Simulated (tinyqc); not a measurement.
# Punch-through p+-n junction, ionisation integral and breakdown, step by step

Numbers from tinyqc (`OMP_NUM_THREADS=1 python tinyqc.py 2120043 2120044 out.jsonl`; about 0.1 s on one thread of a shared Intel Xeon 2.30GHz). Printed values are rounded.

A p+ layer at x < 0 and an n drift layer from x = 0 to L on an n+ substrate. Depletion approximation, built-in voltage neglected. Local ionisation coefficients alpha_n = an exp(-(bn/E)^mx), alpha_p = ap exp(-(bp/E)^mx). Electrons move towards +x, holes towards x = 0.

Inputs (values chosen for the exercise); material values close to those of 4H silicon carbide:
- eps_r = 9.76 (relative permittivity)
- an = 1.67e8 1/cm (prefactor of the electron ionisation coefficient)
- bn = 3.18e7 V/cm (field constant for electrons)
- ap = 3.32e8 1/cm (prefactor of the hole ionisation coefficient)
- bp = 2.63e7 V/cm (field constant for holes)
- mx = 1 (exponent)
- N = 1.1e15 cm^-3 (donor density of the drift layer)
- L = 44 um (thickness of the drift layer)
- V = 5390 V (reverse voltage)
- fr = 1 (share of the depleted width that the grid covers)

Constants: q = 1.602176634e-19 C, eps0 = 8.8541878128e-14 F/cm where lengths are in cm. Results are converted to the units shown.

## Field and ionisation coefficients on a grid

W = sqrt(2 eps0 eps_r V/(q N)), peak field E0 = q N W/(eps0 eps_r), falling linearly to 0 at W; if W > L the layer is punched through: W = L, E0 = V/L + q N L/(2 eps0 eps_r), falling linearly to E1 = V/L - q N L/(2 eps0 eps_r). Grid: 10 equal steps from 0 to fr W.

W = 44 um

```
point   x (um)  E (kV/cm)  alpha_n (1/cm)  alpha_p (1/cm)
0       0.0000    1673.67        0.935518         49.7334
1       4.4000    1583.94        0.318841         20.4185
2       8.8000    1494.20       0.0954878         7.53289
3      13.2000    1404.47       0.0245138         2.44659
4      17.6000    1314.73      0.00522711        0.681540
5      22.0000       1225      8.88764e-4        0.157435
6      26.4000    1135.27      1.14201e-4       0.0288475
7      30.8000    1045.53      1.03178e-5      0.00395010
8      35.2000    955.798      5.93560e-7      3.72366e-4
9      39.6000    866.064      1.88955e-8      2.15178e-5
10     44.0000    776.330     2.71118e-10      6.43265e-7
```

## Ionisation integrals by the trapezoid rule

G(x) = integral from 0 to x of (alpha_n - alpha_p); I_n = integral of alpha_n exp(-G) (electrons injected at x = 0), I_p = integral of alpha_p exp(G(end) - G) (holes injected at the far edge); M = 1/(1 - I). All integrals by the trapezoid rule on the grid.

```
point           G  alpha_n exp(-G) (1/cm)
0       0.0000000                0.935518
1      -0.0151575                0.323711
2      -0.0212156                0.097535
3      -0.0233847                0.025094
4      -0.0240663                0.005354
5      -0.0242496                0.000911
6      -0.0242903                0.000117
7      -0.0242975                0.000011
8      -0.0242985                0.000001
9      -0.0242986                0.000000
10     -0.0242986                0.000000
```

I_n = 4.05016e-4
I_p = 0.0243445
M_n = 1.00041
M_p = 1.02495

A grid of 1500 steps over the whole width gives I_n = 3.710e-4 and I_p = 0.02291; the coarse I_n is 9.2 % above and the coarse I_p 6.2 % above those values. Holes multiply more: on this coarse grid M - 1 is 61.6 times as large for them.

## Breakdown voltage by secant steps

G(x) = integral from 0 to x of (alpha_n - alpha_p); I_n = integral of alpha_n exp(-G) (electrons injected at x = 0), I_p = integral of alpha_p exp(G(end) - G) (holes injected at the far edge); M = 1/(1 - I). Secant steps on ln I_n(V) = 0 with the integrals on a fine grid (1500 steps), from the points V = 6860 and 7700 V; stop when the step is below 1e-7 of V.

Course of the iteration:
```
step    V (V)       I_n  change of V (V)
1        7700  0.131698              785
2     8485.27   3.18401             -286
3     8199.76  0.783242             49.7
4     8249.50  0.974820             5.80
5     8255.30   1.00063           -0.140
6     8255.16  0.999998          3.52e-4
```

Breakdown at 8255.2 V, with a peak field of 2325 kV/cm and W = 44.00 um. The integral for holes reaches 1 at the same voltage.
